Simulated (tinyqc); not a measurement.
From results back to parameters: image-charge renormalisation of a gap near a dielectric or metal. Two cases, with inputs chosen for the exercise.

Problem. A small molecule or defect in vacuum at height z above the image plane of a substrate has both its electron and hole levels stabilised by (e^2/4 pi eps0)(es - 1)/((es + 1) 4 z), so its gap shrinks by twice that. The reduced gap is given.

Constants: e^2/(4 pi eps0) = 14.39964547 eV angstrom.

Find: reduction; (es - 1)/(es + 1); z.

Method. z = (e^2/4 pi eps0)(es - 1)/((es + 1) 2 x reduction). Local and hybrid functionals miss this shift, since it is a non-local correlation effect.

Case 1.

Values chosen: E0 = 8.39 eV (quasiparticle gap far from the surface); es = 10000 (dielectric constant of the substrate (1e4: a metal)).

gap near the surface = 6.85843 eV

Solution.

reduction = 1.5316 eV
(es - 1)/(es + 1) = 0.9998
z = 4.70 angstrom

Case 2.

Values chosen: E0 = 5.84 eV (quasiparticle gap far from the surface); es = 4.5 (dielectric constant of the substrate (1e4: a metal)).

gap near the surface = 4.45160 eV

Solution.

reduction = 1.3884 eV
(es - 1)/(es + 1) = 0.6364
z = 3.30 angstrom

Computed by tinyqc, one run a case: `OMP_NUM_THREADS=1 python tinyqc.py N N+1 out.jsonl` with N = 1880198, 1880219; one thread of a shared Intel(R) Xeon(R) Processor @ 2.30GHz, about 0.02 s a run at most.
